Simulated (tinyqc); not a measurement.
Gaussian against the exact two-step profile: two-step dopant diffusion (predeposition and drive-in) with a constant diffusivity. Computed by tinyqc, a small Python program. Command: `OMP_NUM_THREADS=1 python tinyqc.py 3021796 3021797 out.jsonl dopdiff walk`. One thread of a shared host (Intel(R) Xeon(R) Processor @ 2.30GHz), about 0.07 s of CPU time with the checks.

Fick diffusion into a half space x > 0 whose background doping C_B is of the opposite type, so that a junction lies where C = C_B.

Inputs (values chosen for the exercise, modelled on gallium in silicon):

| quantity | value | unit |
|---|---|---|
| prefactor D0 | 0.307 | cm^2/s |
| activation energy E | 3.36 | eV |
| surface concentration C_s | 2.7e+18 | 1/cm^3 |
| background doping C_B | 2.1e+14 | 1/cm^3 |
| predeposition temperature T1 | 1025 | C |
| predeposition time t1 | 15 | min |
| drive-in temperature T2 | 1175 | C |
| drive-in time t2 | 60 | min |

Furnace ramps of the drive-in: none.

Constants: k_B = 8.617333262e-05 eV/K.

Method:
- D = D0 exp(-E/(k_B T)).
- Temperatures in kelvin are T(C) + 273.15.
- Times in seconds are 60 times the minutes.
- (Dt)2 = D2 t2, t2 in seconds.
- C = C_s erfc(x/(2 sqrt(D1 t1))); dose Q = 2 C_s sqrt(D1 t1/pi); the junction solves erfc(z) = C_B/C_s with x_j = 2 z sqrt(D1 t1).
- With a sealed surface and a thin source, C = Q/sqrt(pi (Dt)2) exp(-x^2/(4 (Dt)2)); x_j = 2 sqrt((Dt)2 ln(C(0)/C_B)); gradient at the junction |dC/dx| = C_B x_j/(2 (Dt)2).
- Exact two-step profile: C = (2 C_s/pi) int_0^alpha exp(-beta (1 + u^2))/(1 + u^2) du with alpha = sqrt(D1 t1/(Dt)2), beta = x^2/(4 (D1 t1 + (Dt)2)).
- The integral takes 48 Gauss-Legendre points; solve C(x) = C_B.
- Gaussian: C = Q/sqrt(pi (Dt)2) exp(-x^2/(4 (Dt)2)).
- Depths are fractions of the Gaussian x_j.

surface concentration C(0) (Gaussian) = 1.81401e+17 1/cm^3

junction depth x_j = 2.46103 um

drive-in budget (Dt)2 = 2.23944e-09 cm^2

product D1 t1 = 2.49419e-11 cm^2

exact junction depth = 2.46950 um

Profiles:

| x/x_j | x (um) | Gaussian (1/cm^3) | exact (1/cm^3) | ratio |
|---|---|---|---|---|
| 0.0 | 0.0000 | 1.8140e+17 | 1.8073e+17 | 1.0037 |
| 0.2 | 0.4922 | 1.3841e+17 | 1.3818e+17 | 1.0017 |
| 0.4 | 0.9844 | 6.1491e+16 | 6.1754e+16 | 0.9957 |
| 0.6 | 1.4766 | 1.5905e+16 | 1.6133e+16 | 0.9859 |
| 0.8 | 1.9688 | 2.3951e+15 | 2.4637e+15 | 0.9722 |
| 1.0 | 2.4610 | 2.1000e+14 | 2.1995e+14 | 0.9548 |
| 1.2 | 2.9532 | 1.0720e+13 | 1.1479e+13 | 0.9339 |

What does the comparison show, and why?

With D1 t1/(Dt)2 = 0.011, the Gaussian is 0.37 % high at the surface and 4.5 % low at its own junction; the exact junction lies at 2.469 um, 0.34 % deeper. The dose is the same, but the real source already has a width, which is negligible here.
